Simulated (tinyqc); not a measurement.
Stripping the layer step by step: sheet resistance and Hall data of a diffused or implanted layer. Computed by tinyqc, a small Python program. Command: `OMP_NUM_THREADS=1 python tinyqc.py 3011585 3011586 out.jsonl layer walk`. One thread of a shared host (Intel(R) Xeon(R) Processor @ 2.30GHz), about 0.02 s of CPU time with the checks.

Carriers are taken equal to the net active doping down to the junction (full ionisation, which deep dopants in wide-gap hosts do not reach; no spill-over, no depletion), and the Hall factor is 1.

Inputs (values chosen for the exercise, modelled on boron in silicon): mu_min = 45.5 cm^2/(V s); mu_max = 458 cm^2/(V s); N_ref = 2.3e+17 1/cm^3; exponent alpha = 0.71; peak concentration N_0 = 4e+20 1/cm^3; length scale l = 28 nm; background doping N_B (opposite type) = 7.7e+16 1/cm^3; projected range R_p = 69 nm; solubility limit N_s = 1.8e+20 1/cm^3.

Profile: buried Gaussian (implant). Activation: limited by solubility.

Constants: e = 1.602176634e-19 C.

Method:
- N(x) = N_0 exp(-(x - R_p)^2/(2 l^2)) for x > 0, dose N_0 l sqrt(pi/2) erfc(-R_p/(l sqrt 2)), junction x_j = R_p + l sqrt(2 ln(N_0/N_B)); the layer starts at x_0 = max(0, 2 R_p - x_j).
- Mobility mu = mu_min + (mu_max - mu_min)/(1 + (N_t/N_ref)^alpha), N_t = active doping + N_B; carriers n = active doping - N_B, active doping min(N, N_s).
- Integrals from x_0 (0 unless stated) to x_j by the midpoint rule on 400 even intervals: 1/R_s = e int n mu dx; sheet density n_s = int n dx; Hall sheet density (int n mu dx)^2/int n mu^2 dx; Hall mobility int n mu^2 dx/int n mu dx.
- After removing a depth d the integrals start at d. Differences between neighbouring rows give the local conductivity -d(1/R_s)/dx at the middle of the slice (the last slice uses one more step, not listed).

junction depth x_j = 184.823 nm

Differential sheet resistance:
```
removed d (nm)  R_s (ohm)  slice conductivity (S/cm)  sigma at mid-slice (S/cm)
0                    67.9                      377.1                      359.1
18                   71.2                     1050.5                     1040.4
36                   82.3                     1415.6                     1415.6
54                  104.1                     1415.6                     1415.6
72                  141.7                     1415.6                     1415.6
90                  221.7                     1394.0                     1415.6
108                 499.8                      777.3                      755.4
126                1661.9                      251.8                      237.5
```

R_s doubles after removing between 54.0 and 72.0 nm of a layer 185 nm deep, so half the current flows above that depth. Where sigma exceeds a tenth of its largest listed value, the slice values agree with it within 7 %.

Extremes, crossings and ranges named in words are read from the listed rows.
